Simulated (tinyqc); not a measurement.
## Doping from resistivity

Problem. A uniform, uncompensated and fully ionised sample has rho = 1/(q N mu), mu = m1 + (m2 (T/300 K)^(-bt) - m1)/(1 + (N/Nr)^am). Find N, mu and the diffusion coefficient mu Vt.

Inputs (values chosen for the exercise):
```
symbol   value        unit                                 meaning
T          300           K                             temperature
m1        53.6  cm^2/(V s)           mobility limit at high doping
m2        1380  cm^2/(V s)  mobility limit at low doping, at 300 K
Nr      9.6e16       cm^-3    reference doping of the mobility law
am       0.704                        exponent of the mobility law
bt           2                          temperature exponent of m2
```

Constants: q = 1.602176634e-19 C, kB = 1.380649e-23 J/K, Vt = kB T/q. Results are converted to the units shown.

resistivity = 0.11640029 ohm cm

Answer. With am below 1 the product N mu rises steadily with N, so one doping matches; it is found by iterating N = 1/(q rho mu(N)).

N = 6.70e16 cm^-3
mu = 800 cm^2/(V s)
diffusion coefficient = 20.7 cm^2/s

Numbers from tinyqc (`OMP_NUM_THREADS=1 python tinyqc.py 2110123 2110124 out.jsonl`; about 0.01 s on one thread of a shared Intel Xeon 2.30GHz).
